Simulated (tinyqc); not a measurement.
# Fully depleted semiconductor-on-insulator film with two gates, non-linear Poisson equation by Newton steps: two studies

One dimension across the film, front interface at x = 0, back interface at x = ts. psi is counted from the intrinsic level, n = ni exp(psi/Vt) (source grounded), holes neglected, acceptors ionised. Gates act through Cox = eps0 eox/tox and Cbox = 3.9 eps0/tb with potentials G1 = Vg - (phiM - chi - Vt ln(Nc/ni)) and G2 = Vb - (phiB - chi - Vt ln(Nc/ni)). Classical Boltzmann densities, no interface charge, no depletion in the back plane.

Inputs (values chosen for the exercise); band and dielectric values close to those of silicon:
- T = 400 K (temperature)
- Eg = 1.12 eV (band gap)
- eps_r = 11.6 (relative permittivity)
- Nc = 4.31e19 cm^-3 (conduction-band density of states at T)
- Nv = 4.08e19 cm^-3 (valence-band density of states at T)
- chi = 4.09 eV (electron affinity)
- eox = 3.9 (relative permittivity of the gate insulator (close to silicon dioxide))
- tox = 2.8 nm (insulator thickness)
- ts = 25 nm (film thickness)
- tb = 21 nm (buried-oxide thickness (eps_r 3.9))
- Na = 1e15 cm^-3 (acceptor density of the film)
- phiM = 4.55 eV (work function of the front gate)
- phiB = 5.14 eV (work function of the back plane)
- Vb = 0 V (back-gate voltage)

Constants: q = 1.602176634e-19 C, kB = 1.380649e-23 J/K, Vt = kB T/q, eps0 = 8.8541878128e-14 F/cm where lengths are in cm. Results are converted to the units shown.

Each table varies one quantity; the others keep the values above.

## Charge against front-gate voltage

ni = sqrt(Nc Nv) exp(-Eg/(2 Vt)), Eg in volts. The Poisson equation eps0 eps_r d2psi/dx2 = q (n + Na), with -eps0 eps_r dpsi/dx = Cox (G1 - psi) at x = 0 and eps0 eps_r dpsi/dx = Cbox (G2 - psi) at x = ts, is solved on 300 equal intervals with half boxes at both ends; N_inv is the trapezoid sum of n. Swing = ln 10/(d ln N_inv/dVg); the last column is (dN_inv/dVb)/(dN_inv/dVg).

Charge against front-gate voltage:

| Vg (V) | psi front (V) | psi back (V) | N_inv (cm^-2) | centroid/ts | swing (mV/decade) | q dN_inv/dVg over Cox | back/front leverage |
|---|---|---|---|---|---|---|---|
| -0.01 | 0.0403 | -0.111 | 6.65e6 | 0.215 | 92.6 | 2.15e-5 | 0.167 |
| 0.14 | 0.177 | -0.0136 | 2.83e8 | 0.177 | 91.6 | 9.23e-4 | 0.153 |
| 0.29 | 0.313 | 0.0828 | 1.20e10 | 0.148 | 95.0 | 0.0376 | 0.144 |
| 0.44 | 0.424 | 0.155 | 2.33e11 | 0.122 | 170 | 0.410 | 0.133 |
| 0.59 | 0.484 | 0.181 | 9.01e11 | 0.0984 | 386 | 0.698 | 0.124 |
| 0.74 | 0.519 | 0.190 | 1.78e12 | 0.0814 | 660 | 0.806 | 0.118 |
| 0.89 | 0.543 | 0.195 | 2.74e12 | 0.0695 | 955 | 0.859 | 0.114 |
| 1.04 | 0.561 | 0.197 | 3.75e12 | 0.0609 | 1.26e3 | 0.890 | 0.112 |
| 1.19 | 0.576 | 0.199 | 4.79e12 | 0.0544 | 1.58e3 | 0.910 | 0.110 |

N_inv passes 1e11 cm^-2 at Vg = 0.387 V. The swing starts at 92.6 mV a decade, against (1 + k) Vt ln 10 = 86.9 for a front channel with k = Cs Cbox/(Cox (Cs + Cbox)) = 0.0952, Cs = eps0 eps_r/ts; above threshold this column is no longer a subthreshold swing. The centroid falls from 0.215 to 0.0544 of ts and the leverage of the back gate falls from 0.167 to 0.110. For Vg = 0.89, 1.04, 1.19 the density at an interface exceeds 0.3 Nc, where Boltzmann statistics fail. For Vg = 0.59, 0.74, 0.89, 1.04, 1.19 the classical centroid lies within 3 nm of an interface, where confinement, left out, would push it away.

## Threshold and coupling against the insulator thickness

VT is the Vg for N_inv = 1e11 cm^-2; -dVT/dVb from the linearised equation. Limits with Cs = eps0 eps_r/ts: front channel Cs Cbox/(Cox (Cs + Cbox)), back channel Cbox (Cox + Cs)/(Cox Cs). Swing at N_inv = 1e8 cm^-2.

The same in every row: centroid/ts at VT = 0.132.

Threshold and coupling against the insulator thickness:

| tox (nm) | VT (V) | -dVT/dVb | front-channel limit | back-channel limit | swing (mV/decade) |
|---|---|---|---|---|---|
| 1.4 | 0.339 | 0.0876 | 0.0476 | 0.467 | 87.8 |
| 2 | 0.359 | 0.109 | 0.0680 | 0.495 | 89.6 |
| 2.8 | 0.387 | 0.137 | 0.0952 | 0.534 | 91.8 |
| 4 | 0.428 | 0.180 | 0.136 | 0.591 | 95.3 |
| 5.6 | 0.484 | 0.237 | 0.190 | 0.667 | 99.9 |
| 7.9 | 0.563 | 0.318 | 0.269 | 0.776 | 106 |
| 11 | 0.670 | 0.428 | 0.374 | 0.924 | 115 |

Read the table: what changes, and by how much?

As tox goes from 1.4 to 11, VT rises from 0.339 to 0.670 V, the centroid stays near 0.132 of ts and -dVT/dVb rises from 0.0876 to 0.428. The coupling covers 9.53 % of the way from the front-channel to the back-channel limit in the first row and 9.85 % in the last.

Numbers from tinyqc (`OMP_NUM_THREADS=1 python tinyqc.py 2190039 2190040 out.jsonl`; about 0.3 s on one thread of a shared Intel Xeon 2.30GHz).
